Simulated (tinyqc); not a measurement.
Random telegraph noise from one oxide trap in a small MOSFET: one step of the calculation.

An acceptor-like trap exchanges electrons with the channel. Inversion charge Q = Cox u, u = n Vt W0(exp((Vg - VT)/(n Vt))), W0 the Lambert function, n = nf, Cox = eps0 eox/tox; linear regime Id = (W/L) mu Q Vd. Relative to threshold the surface potential rises by Vt ln(u/u0) and the oxide voltage by the rest of Vg - VT, with u0 = n Vt W0(1).

Question. Lorentzian spectrum. Spectrum S(f) = 4 dI^2/{(tc + te)[(1/tc + 1/te)^2 + (2 pi f)^2]}; corner fc = (1/tc + 1/te)/(2 pi); variance dI^2 tc te/(tc + te)^2. Give S at f = 0, at fc and at 10 fc.

tc = 0.90843998 s
te = 4.1534809 s
dI = 11.853853 nA

Find: fc; S(0); S(fc); S(10 fc); rms current.

Answer.

fc = 0.21351 Hz
S(0) = 6.1695e-17 A^2/Hz
S(fc) = 3.0847e-17 A^2/Hz
S(10 fc) = 6.1084e-19 A^2/Hz
rms current = 4.5488 nA

The rms value is 0.384 of the step; it reaches its largest share, 1/2, when tc = te.

Range of the model: VT is taken as given; short-channel effects and the uneven flow of current among few electrons are left out.

tinyqc, about 0.01 s, one thread, Intel Xeon 2.30GHz (shared host): `OMP_NUM_THREADS=1 python tinyqc.py 2710093 2710094 out.jsonl`
